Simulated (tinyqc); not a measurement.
## Surface potential of a MOS transistor: implicit equation and explicit approximations: accuracy of the approximations against gate voltage

p-type body, charge-sheet picture, depletion and inversion only, full ionisation (an idealisation for deep acceptors), Boltzmann statistics (rough once Na exp(x - xn) passes about Nc/7). In units of Vt: xg = (Vg - Vfb)/Vt, x = psi/Vt, G = gamma/sqrt(Vt), xn = (2 phiF + Vc)/Vt. The implicit equation is (xg - x)^2 = G^2 [x - 1 + exp(x - xn)] for x above about 3. Cox = eps0 eox/tox.

ni = sqrt(Nc Nv) exp(-Eg/(2 Vt)), Eg in volts; phiF = Vt ln(Na/ni); gamma = sqrt(2 q eps0 eps_r Na)/Cox; VT = Vfb + Vt (xn + G sqrt(xn - 1)). Depletion value a = 1 + [sqrt(G^2/4 + xg - 1) - G/2]^2; inversion value b = xn + ln[(xg - xn)^2/G^2 - xn + 1] and first guess y = min(a, b) - ln(1 + exp(-|a - b|)) if a > xn + 1, else b = y = a; one second-order correction with D = exp(y - xn), p = 2 (xg - y) + G^2 (1 + D), w = (xg - y)^2 - G^2 (y - 1 + D): z = y + 2 w/(p + sqrt(p^2 - 2 (2 - G^2 D) w)), or the Newton step z = y + w/p where the root is not real. N_inv = (Cox Vt G/q) [sqrt(x - 1 + exp(x - xn)) - sqrt(x - 1)] at the root. Lambert form (Cox m Vt/q) W0[(G/(2 m sqrt(xn - 1))) exp((Vg - VT)/(m Vt))], m = 1 + G/(2 sqrt(xn - 1)). Errors under 1e-4 mV, and the linear form below VT, are printed as 0.

Values chosen for this exercise; band and dielectric values close to those of silicon:
- T = 400 K (temperature)
- Eg = 1.1 eV (band gap)
- eps_r = 11.7 (relative permittivity)
- Nc = 4.31e19 cm^-3 (conduction-band density of states at T)
- Nv = 4.02e19 cm^-3 (valence-band density of states at T)
- eox = 24.7 (relative permittivity of the gate insulator (close to zirconium oxide))
- tox = 45 nm (insulator thickness)
- Na = 2.9e17 cm^-3 (acceptor density)
- Vfb = -0.82 V (flat-band voltage)
- Vc = 0.5 V (channel-body voltage)

Constants: q = 1.602176634e-19 C, kB = 1.380649e-23 J/K, Vt = kB T/q, eps0 = 8.8541878128e-14 F/cm where lengths are in cm. Results are converted to the units shown.

Accuracy of the approximations against gate voltage:

| Vg (V) | psi (V) | x - xn | error of y (mV) | error of z (mV) | N_inv (cm^-2) | Cox (Vg - VT)/q (cm^-2) | Lambert form (cm^-2) |
|---|---|---|---|---|---|---|---|
| 0.74 | 0.9494 | -8.943 | 1.13e-3 | 0 | 4.559e6 | 0 | 3.410e6 |
| 0.94 | 1.101 | -4.553 | 0.0858 | 0 | 3.406e8 | 0 | 3.071e8 |
| 1.14 | 1.249 | -0.2557 | 5.96 | -5.00e-3 | 2.333e10 | 0 | 2.336e10 |
| 1.34 | 1.338 | 2.331 | 18.9 | -1.16 | 2.826e11 | 5.955e11 | 2.904e11 |
| 1.54 | 1.375 | 3.407 | 17.9 | -1.23 | 7.456e11 | 1.202e12 | 7.664e11 |
| 1.74 | 1.397 | 4.039 | 14.0 | -0.525 | 1.268e12 | 1.809e12 | 1.302e12 |
| 1.94 | 1.412 | 4.492 | 11.6 | -0.284 | 1.814e12 | 2.416e12 | 1.860e12 |
| 2.14 | 1.425 | 4.848 | 10.1 | -0.178 | 2.374e12 | 3.022e12 | 2.431e12 |
| 2.34 | 1.435 | 5.143 | 8.97 | -0.122 | 2.941e12 | 3.629e12 | 3.009e12 |

psi rises from 0.949 to 1.43 V and ends 5.1 Vt above 2 phiF + Vc. Among the rows the first guess is off by at most 19 mV (at Vg = 1.34 V) and the corrected value by at most 1.2 mV. In the last row the linear form is 23 % above N_inv and the Lambert form 2.3 % above it; in the first row the Lambert form is 25 % below it. For Vg = 1.54, 1.74, 1.94, 2.14, 2.34 the electron quasi-Fermi level lies less than 2 Vt below the band edge at the surface, or above it, where degeneracy and confinement, left out, matter.

Computed by the program tinyqc: `OMP_NUM_THREADS=1 python tinyqc.py 2122010 2122011 out.jsonl`, one thread of a shared Intel Xeon 2.30GHz, about 0.01 s for the whole run.
